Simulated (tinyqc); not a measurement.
Schottky barrier on an n-type semiconductor, non-linear Poisson equation by Newton steps: one step of the calculation.

One dimension, metal at x = 0, donor density C(x) = Nd, uniform. Energies are counted from the electron Fermi level of the semiconductor and the conduction-band edge is Ec = -psi, so n = Nc exp(psi/Vt); holes follow the Fermi level of the metal, at -V, so p = Nv exp((V - psi - Eg)/Vt). Ends: psi(0) = V - phiB and psi = Vt ln(Nd/Nc) deep inside. Boltzmann statistics, full ionisation, no current, no image force in the Poisson equation.

Question. Newton step. Solve the tridiagonal system a_(i-1) d_(i-1) + b_i d_i + a_i d_(i+1) = -F_i for nodes 1 to 11, with d = 0 on fixed nodes. Each component d is damped to sign(d) Vt ln(1 + |d|/Vt) before it is added.

Inputs (values chosen for the exercise): temperature T = 400 K.

Constants: q = 1.602176634e-19 C, kB = 1.380649e-23 J/K, Vt = kB T/q. Results are converted to the units shown.

coupling a_i, interval 0 to 11 (F/cm^2): 1.0707390e-6  8.8541878e-7  7.2506735e-7  5.9408744e-7  4.9242542e-7  4.0387523e-7  3.3730239e-7  2.7083398e-7  2.2459403e-7  1.8792562e-7  1.5095664e-7  1.2614185e-7

```
node  diagonal b (F/cm^2)  residual F (C/cm^2)
1           -1.9561578e-6        8.7134238e-16
2           -1.6104862e-6       -1.8478304e-15
3           -1.3191562e-6       -4.9784470e-14
4           -1.0865587e-6       -1.5800919e-12
5           -8.9775052e-7       -4.9975862e-11
6           -7.7537958e-7        -1.1789187e-9
7           -9.5307906e-7        -1.0647517e-8
8           -1.2275072e-6        -5.1419954e-9
9           -1.2910147e-6                   ~0
10          -1.4125984e-6                   ~0
11          -1.5850800e-6                   ~0
```

psi at the start, node 0 to 12 (V): -0.82000000  -0.73547555  -0.64047989  -0.53519480  -0.42266812  -0.31027779  -0.20781820  -0.13511078  -0.11612499  -0.11612499  -0.11612499  -0.11612499  -0.11612499

Wanted: Newton step d, before damping; psi after iteration 1.

Answer.

Newton step d, before damping, node 1 to 11 (V): -0.001591  -0.003516  -0.005866  -0.008734  -0.012192  -0.016328  -0.019440  -0.008763  -0.001555  -0.000209  -0.000020
psi after iteration 1, node 0 to 12 (V): -0.82000  -0.73703  -0.64383  -0.54061  -0.43045  -0.32072  -0.22118  -0.15053  -0.12393  -0.11765  -0.11633  -0.11614  -0.11612

tinyqc, about 0.05 s, one thread, Intel Xeon 2.30GHz (shared host): `OMP_NUM_THREADS=1 python tinyqc.py 2020007 2020008 out.jsonl`

~0 in a residual or rate marks an entry under 1e-11 of the largest of its column.
